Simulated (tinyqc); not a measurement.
Comparisons within one model: six-band hole subbands of a thin body in a field. A value that a table varies takes the place of the one given here.

Basis X, Y, Z times spin, hole energies counted downwards from the unstrained edge (the hydrostatic shift is left out), c = hbar^2/2m0. For a symmetric tensor T let C(T) have C_XX = L Txx + M (Tyy + Tzz), C_XY = N Txy (cyclic), L = c (g1 + 4 g2), M = c (g1 - 2 g2), N = 6 c g3. k = q + kz n, n the unit normal, q = k1 u + k2 v with u along the channel [1-10] and v = n x u. H = C(k k^T) + (Dso/3)(1 - L.sigma) - B + e F z with (L_k)_ij = -i epsilon_kij; B is the block C built from the traceless strain with 2b, -b and sqrt(3) d in place of L, M, N. Strain: exx = eyy = (s11 + s12) sx/2, ezz = s12 sx, exy = -s44 sx/4. Hard walls at z = 0 and t; basis sin(j pi z/t), j = 1 to Nz: kz^2 = (j pi/t)^2, kz = -i D with D_jl = 4 j l/(t (j^2 - l^2)), z_jj = t/2 and z_jl = -8 t j l/(pi (j^2 - l^2))^2 for j + l odd; 1 MV/cm = 0.01 eV/angstrom.

Nz = 14. E1 is the top subband at q = 0, gap the distance to the next pair, and the masses are c q^2/(E(q) - E1) at |q| = 0.02 1/angstrom (mean of the spin pair) along the channel [1-10] and across it in the plane; a dash marks a band that does not rise.

Constants: hbar^2/2m0 = 3.80998211 eV angstrom^2.

Parameters, chosen for this exercise (near those of a p-type Si channel; the results hold for these values, not for the real material):

| symbol | value | unit | meaning |
|---|---|---|---|
| g1 | 4.28 |  | Luttinger gamma1 |
| g2 | 0.34 |  | gamma2 |
| g3 | 1.44 |  | gamma3 |
| Dso | 0.044 | eV | spin-orbit splitting |
| b | -2.1 | eV | tetragonal potential |
| d | -4.72 | eV | trigonal potential |
| S | (7.58, -2.13, 12.41) | 1/TPa | compliances s11, s12, s44 |
| face | 110 |  | surface |
| t | 45 | angstrom | body thickness |
| F | 0.5 | MV/cm | field across the body |
| sx | 0 | GPa | stress along the channel [1-10], negative in compression |

## Stress along the channel

Each row has its own sx.

Results:

| sx (GPa) | E1 (meV) | gap (meV) | m channel | m across |
|---|---|---|---|---|
| -3.0 | -21.5 | 53.6 | 0.114 | 0.278 |
| -2.0 | 13.9 | 53.6 | 0.114 | 0.278 |
| -1.0 | 49.2 | 53.5 | 0.115 | 0.278 |
| -0.5 | 66.8 | 53.4 | 0.115 | 0.278 |
| 0.0 | 84.3 | 53.1 | 0.116 | 0.278 |
| 0.5 | 101.6 | 52.0 | 0.117 | 0.279 |
| 1.0 | 118.5 | 42.5 | 0.120 | 0.279 |

Under 2 GPa of compression the channel mass goes from 0.116 to 0.114 m0, the mass across at 0.278; the gap to the next subband is 54, 53 and 42 meV at -2, 0 and +1 GPa. The lightest channel mass of the table, 0.114 m0, is at -3.0 and -2.0 GPa. Compression changes the channel mass little here, since confinement on this face has already singled out the orbital that the stress favours.

## Surface orientation and number of bands

Three faces, six bands; and four bands, with Dso set to 1000 eV.

Results:

| case | E1 (meV) | gap (meV) | m channel | m across |
|---|---|---|---|---|
| (001) 6 bands | 171.3 | 17.9 | 0.395 | 0.395 |
| (001) 4 bands | 171.3 | 27.4 | 0.326 | 0.326 |
| (110) 6 bands | 84.3 | 53.1 | 0.116 | 0.278 |
| (110) 4 bands | 129.8 | 104.6 | 0.150 | 0.293 |
| (111) 6 bands | 119.7 | 27.0 | 0.277 | 0.279 |
| (111) 4 bands | 119.7 | 100.8 | 0.189 | 0.189 |

With six bands the top subband is shallowest on (110) (84.3 meV) and deepest on (001). The lightest channel mass is on (110) (0.116 m0). Dropping the split-off band moves E1 by 0.0, 45.5 and 0.0 meV and the gap by 9.5, 51.5 and 73.8 meV on the three faces, with Dso = 44 meV.

## What each parameter does

Six bands. Each row changes one parameter from the base and keeps the others.

Results:

| case | E1 (meV) | gap (meV) | m channel (m0) | m across (m0) |
|---|---|---|---|---|
| base | 84.3 | 53.1 | 0.116 | 0.278 |
| t = 55 angstrom | 84.3 | 52.9 | 0.116 | 0.279 |
| F = 0.8 MV/cm | 111.1 | 72.7 | 0.116 | 0.278 |
| sx = -0.5 GPa | 66.8 | 53.4 | 0.115 | 0.278 |
| g3 = 1.34 | 102.1 | 66.9 | 0.120 | 0.278 |
| g2 = 0.39 | 87.9 | 55.9 | 0.116 | 0.286 |
| Dso = 0.066 eV | 89.5 | 53.0 | 0.117 | 0.279 |
| d = -3.78 eV | 84.3 | 53.1 | 0.116 | 0.278 |

The largest shifts from the base row, up to three for each result and ties (the steps differ in size, so this ranks the rows, not the parameters). E1 (meV): F +26.8, g3 +17.7, sx -17.5; unchanged at the printed digits by t and d. gap (meV): F +19.6, g3 +13.7, g2 +2.8; unchanged at the printed digits by d. m channel (m0): g3 +0.004, Dso +0.001, sx -0.001; unchanged at the printed digits by t, F, g2 and d. m across (m0): g2 +0.008, Dso +0.001, t +0.000; unchanged at the printed digits by F, sx, g3 and d.

Computed by tinyqc, a small Python program: `OMP_NUM_THREADS=1 python tinyqc.py 1282404 1282405 out.jsonl` (the numbers bound the seed that draws the inputs); one thread of a shared host (Intel(R) Xeon(R) Processor @ 2.30GHz), about 0.5 s for the whole set of steps.
